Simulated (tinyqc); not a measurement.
Tight binding, kagome lattice, step by step. One step of it, computed by the program tinyqc.

Problem. Bloch Hamiltonian at K. H_AB = -t1 - t2 exp(-i k.a1), H_AC = -t1 - t2 exp(-i k.a2), H_BC = -t1 - t2 exp(i k.(a1 - a2)), H_CC = delta.

Parameters chosen for this model:

| parameter | value | unit |
|---|---|---|
| t1 | 0.510000 | eV, up triangles |
| t2 | 0.420000 | eV, down triangles |
| delta | -0.210000 | eV on site C |

k point K (fractions of the reciprocal vectors): 0.333333  0.666667

Give: H(k) at K.

Solution.

H(k) at K (eV), lower triangle (Hermitian):
```
                 A                B        C
A           0.0000
B  -0.3000-0.3637i           0.0000
C  -0.3000+0.3637i  -0.3000-0.3637i  -0.2100
```
